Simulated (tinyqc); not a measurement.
Free and trapped electrons in a MOS channel with a dense trap tail: effect of the temperature.

p-type body, charge-sheet picture, full ionisation (an idealisation for deep acceptors), Boltzmann statistics for free electrons. e = Ec - EF at the surface. Acceptor-like traps of density D(E) = D0 + De exp(-E/Ew) at depth E below Ec, from 0 to Eu, hold n_t = integral of D(E)/(1 + exp((e - E)/Vt)). psi = Eg - Vt ln(Nv/Na) - e; N_dep = sqrt(2 eps0 eps_r Na (psi - Vt)/q); n_f = sqrt(N_dep^2 + 2 eps0 eps_r Vt Nc exp(-e/Vt)/q) - N_dep; Vg = Vfb + psi + q (N_dep + n_t + n_f)/Cox, Cox = eps0 eox/tox.

Nc and Nv are given at 300 K and scale as (T/300 K)^1.5; Eg, Vfb and mf are held fixed. VT is the Vg for n_f = 1e11 cm^-2; swing ln 10 n_f/(dn_f/dVg) at n_f = 1e8 cm^-2; the last three columns are for Vg = VT + 3.1 V, with free share n_f/(n_f + n_t) and field-effect mobility mf q (dn_f/dVg)/Cox; there EF is near the band edge, where Boltzmann statistics are rough.

Inputs (values chosen for the exercise); band and dielectric values close to those of 4H silicon carbide:

| symbol | value | unit | meaning |
|---|---|---|---|
| Eg | 3.27 | eV | band gap |
| eps_r | 9.73 |  | relative permittivity |
| Nc | 1.71e19 | cm^-3 | conduction-band density of states at the reference temperature |
| Nv | 2.5e19 | cm^-3 | valence-band density of states at the reference temperature |
| eox | 3.9 |  | relative permittivity of the insulator |
| tox | 39 | nm | insulator thickness |
| Na | 9.6e15 | cm^-3 | acceptor density |
| Vfb | -1.96 | V | flat-band voltage without trapped charge |
| D0 | 3e10 | cm^-2 eV^-1 | constant background density of acceptor-like traps |
| De | 1.4e13 | cm^-2 eV^-1 | density of the tail at the conduction edge |
| Ew | 0.05 | eV | decay energy of the tail |
| Eu | 0.54 | eV | depth below Ec down to which the traps reach |
| mf | 140 | cm^2/(V s) | mobility of free electrons |

Constants: q = 1.602176634e-19 C, kB = 1.380649e-23 J/K, Vt = kB T/q, eps0 = 8.8541878128e-14 F/cm where lengths are in cm. Results are converted to the units shown.

Results:

| T (K) | e at VT (eV) | VT (V) | q n_t/Cox at VT (V) | swing (mV/decade) | n_f (cm^-2) | free share (%) | field-effect mobility (cm^2/(V s)) |
|---|---|---|---|---|---|---|---|
| 200 | 0.04554 | 2.946 | 0.6051 | 93.34 | 1.459e12 | 69.16 | 131.0 |
| 250 | 0.06916 | 2.696 | 0.4277 | 82.70 | 1.408e12 | 70.33 | 126.1 |
| 300 | 0.09505 | 2.488 | 0.2979 | 83.60 | 1.392e12 | 72.45 | 122.3 |
| 400 | 0.1523 | 2.170 | 0.1446 | 101.0 | 1.415e12 | 77.87 | 118.8 |
| 450 | 0.1833 | 2.040 | 0.1024 | 112.4 | 1.437e12 | 80.58 | 118.5 |
| 500 | 0.2156 | 1.922 | 0.07386 | 123.3 | 1.460e12 | 83.11 | 118.8 |
| 550 | 0.2491 | 1.810 | 0.05434 | 134.1 | 1.482e12 | 85.40 | 119.4 |

Estimate the missing row, T = 350 K.

Computed row:

| T (K) | e at VT (eV) | VT (V) | q n_t/Cox at VT (V) | swing (mV/decade) | n_f (cm^-2) | free share (%) | field-effect mobility (cm^2/(V s)) |
|---|---|---|---|---|---|---|---|
| 350 | 0.1229 | 2.316 | 0.2069 | 90.79 | 1.398e12 | 75.08 | 119.9 |

With this row back in the table: As T goes from 200 to 550, VT falls from 2.95 to 1.81 V, its part due to traps falls from 0.605 to 0.0543 V, the swing goes from 93.3 through a minimum of 82.7 (at T = 250 among the rows listed) to 134 mV/decade and the field-effect mobility goes from 131 through a minimum of 118 (at T = 450 among the rows listed) to 119 cm^2/(V s). On heating the same n_f is reached with EF deeper in the gap, where fewer tail states are filled.

Numbers from tinyqc (`OMP_NUM_THREADS=1 python tinyqc.py 2222122 2222123 out.jsonl`; about 0.02 s on one thread of a shared Intel Xeon 2.30GHz).
